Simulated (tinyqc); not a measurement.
Comparisons within one model: type-II superlattice in the two-band Kane model. A value that a table varies takes the place of the one given here.

Motion along the axis, period d = a + b, c = hbar^2/2m0. Conduction and light-hole bands couple: (E - Ec)(E - Ev) = Ep c k^2 in each layer, with mass m(E) = (E - Ev)/Ep, which may be negative. The conduction envelope psi and psi'/m(E) are continuous; a layer carries them by [[cos kt, (m/k) sin kt], [-(k/m) sin kt, cos kt]] (cosh and sinh for k^2 < 0), and cos(q d) = tr(M_B M_A)/2. C1 is the first miniband above EvB, with its bottom at tr/2 = +1 and its top at -1; the gap is the bottom of C1 less the top heavy-hole level HH1.

Heavy holes are uncoupled: with e = EvB - E, p = sqrt(mhB e/c), w = sqrt(mhA (EvB - EvA - e)/c), the top level HH1 at q = 0 solves (p/mhB) tan(p b/2) = (w/mhA) tanh(w a/2).

Constants: hbar^2/2m0 = 3.80998211 eV angstrom^2; hc = 1239.841984 eV nm.

Values chosen for the exercise (near those of an InAs/GaSb superlattice; the results hold for these values, not for the real material):

| symbol | value | unit | meaning |
|---|---|---|---|
| b | 50 | angstrom | layer B |
| EcA | 0 | eV | conduction edge of A |
| EvA | -0.419 | eV | valence edge of A |
| EcB | 0.981 | eV | conduction edge of B |
| EvB | 0.161 | eV | valence edge of B |
| EpA | 14.6 | eV | coupling energy in A |
| EpB | 18.3 | eV | coupling energy in B |
| mhA | 0.35 | m0 | heavy hole in A |
| mhB | 0.25 | m0 | heavy hole in B |
| As | (20, 30, 39, 46, 57, 66, 79) | angstrom | widths of layer A |
| a | 27 | angstrom | layer A |

## Width of layer A

Bottom of C1 (tr/2 = +1, above EvB), HH1, the gap and hc/gap; widths at which C1 no longer starts above EvB are left out.

Results:

| a (angstrom) | C1 (eV) | HH1 (eV) | gap (meV) | cut-off (micrometre) |
|---|---|---|---|---|
| 20 | 0.5288 | 0.1224 | 406.4 | 3.05 |
| 30 | 0.3876 | 0.1221 | 265.5 | 4.67 |
| 39 | 0.3030 | 0.1221 | 180.9 | 6.85 |
| 46 | 0.2547 | 0.1221 | 132.7 | 9.35 |
| 57 | 0.1989 | 0.1221 | 76.8 | 16.13 |
| 66 | 0.1656 | 0.1221 | 43.5 | 28.52 |

What can be read from the table?

From a = 20 to 66 angstrom C1 falls by 363 meV while HH1 moves by -0.3 meV, so layer A tunes the gap, from 406 to 43 meV. The cut-off shifts by 0.162 micrometre per angstrom at the thin end and 1.376 at the thick end: long wavelengths need tight control of the thickness.

## One band or two

Bottom of C1. One band: (k/mA) tan(k a/2) = (kappa/mB) tanh(kappa b/2) with the edge masses (Ec - Ev)/Ep and barrier EcB - EcA. Second row: mA replaced by m(E). The last column is measured against two bands.

Results:

| model | C1 (eV) | gap (meV) | error (meV) |
|---|---|---|---|
| one band, edge masses | 0.4051 | 282.9 | -18.5 |
| m(E) in A only | 0.3563 | 234.2 | -67.3 |
| two bands | 0.4236 | 301.5 | 0.0 |

mA = 0.0287 m0
mB = 0.0448 m0

What does this show, and why?

With edge masses C1 errs by -19 meV, 6 % of the gap. The heavier m(E) in A changes it by -49 meV; the treatment of B changes it by +67 meV, since C1 lies 263 meV above the valence edge of B, where its mass is 0.0144 instead of 0.0448.

## What each parameter does

Bottom and width of C1, HH1 and the gap. Each row changes one parameter from the base and keeps the others.

Results:

| case | C1 (eV) | width (meV) | HH1 (eV) | gap (meV) |
|---|---|---|---|---|
| base | 0.4236 | 47.6 | 0.1221 | 301.5 |
| a = 24 angstrom | 0.4647 | 51.5 | 0.1222 | 342.5 |
| b = 47 angstrom | 0.4196 | 54.9 | 0.1181 | 301.5 |
| EvB = 0.141 eV | 0.4210 | 45.0 | 0.1024 | 318.5 |
| EcB = 1.031 eV | 0.4320 | 42.3 | 0.1221 | 309.8 |
| EvA = -0.449 eV | 0.4198 | 46.9 | 0.1217 | 298.1 |
| EpA = 15.8 eV | 0.4318 | 49.5 | 0.1221 | 309.7 |
| mhB = 0.29 m0 | 0.4236 | 47.6 | 0.1257 | 298.0 |

How do the results move?

The largest shifts from the base row, up to three for each result and ties (the steps differ in size, so this ranks the rows, not the parameters). C1 (eV): a +0.0411, EcB +0.0083, EpA +0.0082; unchanged at the printed digits by mhB. width (meV): b +7.3, EcB -5.2, a +4.0; unchanged at the printed digits by mhB. HH1 (eV): EvB -0.0197, b -0.0040, mhB +0.0035; unchanged at the printed digits by EcB and EpA. gap (meV): a +41.0, EvB +17.1, EcB +8.3; unchanged at the printed digits by b.

(tinyqc, `OMP_NUM_THREADS=1 python tinyqc.py 1250656 1250657 out.jsonl`, Intel(R) Xeon(R) Processor @ 2.30GHz, 1 thread, shared host, about 0.03 s.)
